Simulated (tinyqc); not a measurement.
Electron mobility of a polar semiconductor by Rode's iterative solution of the Boltzmann equation: one step, computed by the program tinyqc.

The distribution is f(E) + e F l(E) (-df/dE) cos(theta) for a weak field F, theta counted from the force; l(E) is a mean free path. Elastic processes enter by their momentum rate, polar optical phonons by out- and in-scattering terms. One valley only: where upper valleys lie close, measured mobilities are lower. The density n is prescribed, even where a narrow-gap material would have more intrinsic carriers.

Task: Rates on one ladder of the grid. Kane band: hbar^2 k^2/(2 m) = E (1 + alpha E), speed v = hbar k/(m (1 + 2 alpha E)), states per spin, volume and energy g(E) = m k (1 + 2 alpha E)/(2 pi^2 hbar^2); overlap factors are set to 1. Masses are multiplied by m_0 and all formulas are in SI units. Phonon occupation N_q = 1/(exp(hbar w/(k_B T)) - 1). Acoustic deformation potential (elastic, equipartition, absorption and emission together): 1/tau = 2 pi k_B T D_A^2 g(E)/(hbar rho v_l^2). Piezoelectric (elastic, unscreened, momentum relaxation): 1/tau = e^2 K^2 k_B T m (1 + 2 alpha E)/(2 pi eps_s eps_0 hbar^3 k), with alpha = 0 for a parabolic band. Singly charged impurities, momentum relaxation: 1/tau = N_I e^4 m (1 + 2 alpha E) Phi/(8 pi (eps_s eps_0)^2 hbar^3 k^3), with alpha = 0 for a parabolic band. Brooks-Herring: Phi = ln(1 + b) - b/(1 + b), b = 4 k^2 L_s^2. Polar optical, unscreened: W = e^2 w (1/eps_inf - 1/eps_s) m (1 + 2 alpha E') ln|(k + k')/(k - k')| / (4 pi eps_0 hbar^2 k), times N_q for absorption (E' = E + hbar w) and N_q + 1 for emission (E' = E - hbar w > 0), with alpha = 0 for a parabolic band; mean cosine of the angle <cos> = (k^2 + k'^2)/(2 k k') - 1/ln|(k + k')/(k - k')|. Energy grid E_j = (j + 1/2) hbar w/s, j = 0, 1, ..., up to (max(eta, 0) + 18) k_B T, so that E_j +/- hbar w are grid points; l = 0 beyond the grid; integrals are sums times the spacing. With f' = f(E'): out-scattering S_o = sum over absorption and emission of W (1 - f')/(1 - f); nu = sum of elastic rates; the in-scattering weights are c+ = W_abs <cos> (1 - f')/(1 - f) for E' = E + hbar w and c- likewise for emission.

Inputs (values chosen for the exercise, for a model polar semiconductor): effective mass m = 0.034 m_0; non-parabolicity alpha = 1.2 1/eV; static permittivity eps_s = 7.69; high-frequency permittivity eps_inf = 7.03; density rho = 5740 kg/m^3; sound velocity v_l = 8510 m/s; acoustic deformation potential D_A = 4.9 eV; optical phonon energy hbar w = 57.6 meV; piezoelectric coupling K = 0.018; temperature T = 100 K; grid points per phonon energy s = 10.

Band: Kane. Elastic processes: acoustic, piezoelectric, impurity.

reduced Fermi level eta = 3.078581

ionised impurity density N_I = 1.50e+17 1/cm^3

screening length L_s = 7.655082 nm

Constants: k_B = 8.617333262e-05 eV/K; k_B = 1.380649e-23 J/K; e = 1.602176634e-19 C; hbar = 1.054571817e-34 J s; m_0 = 9.1093837015e-31 kg; eps_0 = 8.8541878128e-12 F/m; hbar = 6.582119569e-16 eV s.

Give: Points j = s/2, s/2 + s, ... (the first seven rungs, or as many as the grid holds), rates in 1e12/s.

Result:

Points j = s/2, s/2 + s, ... (the first seven rungs, or as many as the grid holds), rates in 1e12/s:
```
E (meV)     v (m/s)      nu         S_o         c+      c-
31.68    5.4207e+05  5.7189  1.2412e-02  0.0049023  0.0000
89.28    8.3281e+05  2.2128  2.1221e+00  0.0041240  0.8351
146.88   9.8850e+05  1.3337  4.2034e+00  0.0045042  2.2364
```

Points one phonon energy apart are coupled only to each other, so the grid falls into s independent ladders. Caution: the gas is degenerate, and screening of the polar coupling, left out here, would raise the mobility.
